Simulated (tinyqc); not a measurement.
Changing the axis ratio c/a: finite-size error of a charged defect in a periodic cell: Madelung and Makov-Payne terms. Computed by tinyqc, a small Python program. Command: `OMP_NUM_THREADS=1 python tinyqc.py 3004023 3004024 out.jsonl imagecharge sweep`. One thread of a shared host (Intel(R) Xeon(R) Processor @ 2.30GHz), about 0.04 s of CPU time with the checks.

L is the cube root of the cell volume. The defect charge is a Gaussian, rho(r) = q (2 pi sigma^2)^(-3/2) exp(-r^2/2 sigma^2), repeated periodically in a uniform neutralising background and screened by a continuum. The model cell energy is E(L) = E_0 + [periodic - isolated electrostatic energy].

Inputs (values chosen for the exercise, for a model uniaxial host): charge q = -3 e; cell length L = 17.2 angstrom; dielectric constant eps_xy = 16.4; dielectric constant eps_z = 12.7.

Supercell lattice: hexagonal. Screening: uniaxial.

Constants: e^2/(4 pi eps_0) = 14.39964548 eV angstrom.

Method. Cell vectors: (1,0,0), (-1/2,sqrt(3)/2,0), (0,0,c/a), scaled to volume L^3. Ewald sum for a unit point charge: scale each Cartesian component of the cell by 1/sqrt(eps_i), giving R', G' and V'; E = [ (1/2) sum erfc(eta R')/R' + (2 pi/V') sum exp(-G'^2/4 eta^2)/G'^2 - eta/sqrt(pi) - pi/(2 V' eta^2) ] e^2/(4 pi eps_0) / sqrt(eps_x eps_y eps_z), over n_i = -6..6, omitting n = (0,0,0), eta = 2/V'^(1/3). alpha = -2 E eps_g L/(e^2/(4 pi eps_0)), eps_g = (eps_x eps_y eps_z)^(1/3).

One run for each value:
```
axis ratio c/a  Madelung constant alpha  point-charge correction -q^2 E (eV)  nearest image (angstrom)
0.50                             2.6222                              0.65595                    11.367
0.60                             2.7697                              0.69285                    12.837
0.72                             2.8457                              0.71186                    14.496
0.87                             2.8570                              0.71468                    16.445
1.00                             2.8211                              0.70570                    18.045
1.30                             2.6345                              0.65904                    16.534
1.50                             2.4506                              0.61302                    15.764
1.80                             2.1054                              0.52667                    14.834
2.20                             1.5400                              0.38523                    13.874
```

Describe and explain the trends.

Over the rows, Madelung constant alpha goes from 2.62 through a maximum among these rows, 2.86 at 0.870, to 1.54; point-charge correction -q^2 E (eV) goes from 0.656 through a maximum among these rows, 0.715 at 0.870, to 0.385; nearest image (angstrom) goes from 11.4 through a maximum among these rows, 18.0 at 1.00, to 13.9. At fixed volume alpha is largest where the images, as seen through the screening, are spread most evenly.

Extremes, crossings and ranges named in words are read from the listed rows.
